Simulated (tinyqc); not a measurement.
Worked calculation: CISD on RHF in the 3-21g basis, for He, spin multiplicity 1. One step of it, computed by the program tinyqc.

Question. CISD: determinants and Hamiltonian. Slater-Condon rules over spin orbitals, with the nuclear repulsion added and E(HF) subtracted on the diagonal.

one-electron integrals over orbitals h = C^T H C (hartree):
```
           1          2
1  -1.932108  -0.319236
2  -0.319236   0.379665
```

Two-electron integrals over orbitals (pq|rs), unique and non-zero (hartree):
```
(11|11) 1.028537   (21|11) 0.319236   (21|21) 0.261994   (22|11) 0.982016
(22|21) 0.343809   (22|22) 0.998335
```

nuclear repulsion = 0 hartree

Hartree-Fock energy = -2.83567987 hartree

Give: determinants; H - E(HF) between determinants.

Answer.

Occupation strings over the orbitals (2 doubly, a alpha, b beta, 0 empty; spin orbitals ordered 1a 1b 2a 2b ...): 20 ab ba 02

H - E(HF) between determinants (hartree):
```
       20      ab      ba      02
20  0.000   0.000   0.000   0.262
ab  0.000   2.265  -0.262   0.025
ba  0.000  -0.262   2.265  -0.025
02  0.262   0.025  -0.025   4.593
```
